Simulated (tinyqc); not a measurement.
## Mobility and doping from two currents

Problem. A trap-free film with injecting contacts is fitted, with diffusion neglected, by J = q mu N V/Lf + (9/8) eps0 eps_r mu V^2/Lf^3. Find mu, N and the voltage at which both terms are equal.

Inputs (values chosen for the exercise): relative permittivity eps_r = 11.6; film thickness Lf = 580 nm.

Constants: q = 1.602176634e-19 C, eps0 = 8.8541878128e-14 F/cm where lengths are in cm. Results are converted to the units shown.

J at 2.5 and 16 V (A/cm^2): [0.41868670, 5.6216909]

Answer. J/V is a straight line in V: the slope gives mu and the intercept mu N.

mu = 0.002300 cm^2/(V s)
N = 2.100e16 cm^-3
crossover voltage = 9.795 V

Computed by the program tinyqc: `OMP_NUM_THREADS=1 python tinyqc.py 2730107 2730108 out.jsonl`, one thread of a shared Intel Xeon 2.30GHz, about 0.09 s for the whole run.
